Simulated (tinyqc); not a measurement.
Dielectric confinement in a thin film (image charges), step by step. Values are carried at full precision from step to step, so a last printed digit may differ when a step is redone from the rounded ones.

A film |z| < t/2 of dielectric constant eps between half-spaces of dielectric constant e2; lam = (eps - e2)/(eps + e2), q = e^2/(4 pi eps0). The self-energy of a band edge is taken with the high-frequency value, e2 = eh, and the field of a fixed ion with the static one, e2 = eo. A charge at z has images lam^|n| at n t + (-1)^n z. Its self-energy is S(z) = (q/2 eps) sum over n >= 1 of lam^n [1/(n t - 2z) + 1/(n t + 2z)] for odd n and 2 lam^n/(n t) for even n; at the centre S(0) = -(q/(eps t)) ln(1 - lam).

Constants: e^2/(4 pi eps0) = 14.39964547 eV angstrom; hbar^2/2m0 = 3.80998211 eV angstrom^2; Ry = 13.60569312 eV.

Inputs chosen for the exercise (near those of a Ge film in vacuum; the results hold for these values, not for the real material): t = 70 angstrom (film thickness); eps = 16.3 (dielectric constant of the film); eh = 1 (high-frequency dielectric constant outside); mz = 0.122 m0 (mass across the film); eo = 1 (static dielectric constant outside); m = 0.147 m0 (mass in the plane).

## Images for a charge at the centre

Give lam, the first five terms (q/eps) lam^n/(n t), their sum and the closed form.

lam = 0.8844

terms (meV): 11.16  4.94  2.91  1.93  1.37

sum of five = 22.30 meV
S(0) = 27.23 meV

The surroundings screen less than the film, so the images repel and each band edge moves outwards: the gap changes by about 2 S = +54 meV.

## Self-energy across the film

S at 2z/t = 0, 0.2, 0.4, 0.6, 0.8 and 0.9, summed to n = 399.

Self-energy:

| 2z/t | z (angstrom) | S (meV) |
|---|---|---|
| 0.0 | 0.0 | 27.23 |
| 0.2 | 7.0 | 27.71 |
| 0.4 | 14.0 | 29.42 |
| 0.6 | 21.0 | 33.66 |
| 0.8 | 28.0 | 47.35 |
| 0.9 | 31.5 | 75.17 |

Towards the wall S diverges as (q lam/4 eps)/(distance), an artefact of the abrupt interface that the vanishing envelope makes harmless.

## Shift of the subband edge

First order: <S> over the envelope (2/t) cos^2(pi z/t), beside the confinement energy c (pi/t)^2/mz, c = hbar^2/2m0.

<S> = 29.73 meV
confinement energy = 62.90 meV

|<S>| is 0.47 times the confinement energy; the first goes as 1/t and the second as 1/t^2, so they are equal at t = 148 angstrom.

## Binding of a donor

Donor at the centre, lam from the static eo, trial function cos(pi z/t) exp(-rho/l): E(l) = c/(m l^2) - (q/eps) times the integral over k of F(k t) (1 + (k l/2)^2)^(-3/2), with F(x) = F0 + 2 lam exp(-x) G/(1 - lam exp(-x)), F0 = 2[(1 - exp(-x/2))/x + x (1 + exp(-x/2))/(x^2 + 4 pi^2)], G = 2 sinh(x/2)[1/x - x/(x^2 + 4 pi^2)]; c = hbar^2/2m0. The binding energy is -E at the minimum, counted from the subband edge with its self-energy.

Minimise over l with and without images (lam = 0); Ry* = Ry m/eps^2.

Donor:

| case | l (angstrom) | binding (meV) | in Ry* |
|---|---|---|---|
| no images | 49.5 | 16.4 | 2.17 |
| with images | 42.1 | 66.7 | 8.86 |

Ry* = 7.53 meV

The images change the binding by +50.4 meV, against -2 (q/(eps t)) ln(1 - lam) = +54.5 meV for an orbit much smaller than t. At 300 K the binding is 2.6 kB T.

## Checks

- S(0) from the series against the closed form, meV: both 27.23.
- F(2.3) for lam = 0.8844 from a direct sum over images against the closed form: both 0.9415.

(tinyqc, `OMP_NUM_THREADS=1 python tinyqc.py 1252685 1252686 out.jsonl`, Intel(R) Xeon(R) Processor @ 2.30GHz, 1 thread, shared host, about 0.1 s.)
